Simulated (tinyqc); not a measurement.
Debye-Callaway model of lattice thermal conductivity: one step, computed by the program tinyqc. Command: `OMP_NUM_THREADS=1 python tinyqc.py 3026602 3026603 out.jsonl callaway walk`. One thread of a shared host (Intel(R) Xeon(R) Processor @ 2.30GHz), about 0.01 s of CPU time with the checks.

Three acoustic branches with one velocity v, cut at omega_D = k_B Theta/hbar; x = hbar omega/(k_B T). v and Theta are separate inputs: Theta cuts off the heat-carrying modes, so C need not reach 3 k_B/V. gamma is an effective value that sets the umklapp rate. Heat flows along the wire.

Problem. The integrand on a coarse grid. Rates: point defects A omega^4; umklapp B omega^2 T exp(-Theta/(b T)) with B = hbar gamma^2/(M v^2 Theta); normal processes f_N B omega^2 T (T/Theta)^2. Boundaries: v/Lambda_B with Lambda_B = D (1 + p)/(1 - p). x runs in ten equal steps to min(Theta/T, 12); g = x^4 e^x/(e^x - 1)^2; tau_C is the inverse of all rates summed; the last column is c tau_C g with c = (k_B/(2 pi^2 v)) (k_B T/hbar)^3.

Inputs (values chosen for the exercise, modelled on magnesium oxide):
```
quantity                              value        unit
sound velocity v                       6840         m/s
Debye temperature Theta                 774           K
mean atomic mass M                    20.15           u
effective Grueneisen parameter gamma   3.64           -
umklapp exponent divisor b                3           -
wire diameter D                        0.16  micrometre
specularity p                             0           -
normal-process factor f_N               1.9           -
temperature T                           400           K
```

Sample: wire. Point defects: isotopes. Normal processes: included.

Rayleigh coefficient A = 1.230962e-45 s^3

Constants: k_B = 1.380649e-23 J/K; hbar = 1.054571817e-34 J s; u = 1.6605390666e-27 kg.

Give: Integrand.

Solution.

Integrand:
```
x           g  tau_C (s)  c tau_C g (W/(m K))
0.1935  0.037  1.091e-11                 5.98
0.3870  0.148  4.193e-12                 9.11
0.5805  0.328  2.067e-12                 9.95
0.7740  0.570  1.207e-12                10.11
0.9675  0.866  7.855e-13                 9.99
1.1610  1.206  5.496e-13                 9.74
1.3545  1.578  4.050e-13                 9.39
1.5480  1.970  3.101e-13                 8.97
1.7415  2.370  2.446e-13                 8.51
1.9350  2.766  1.976e-13                 8.03
```

Among these rows the integrand is largest at x = 0.77.
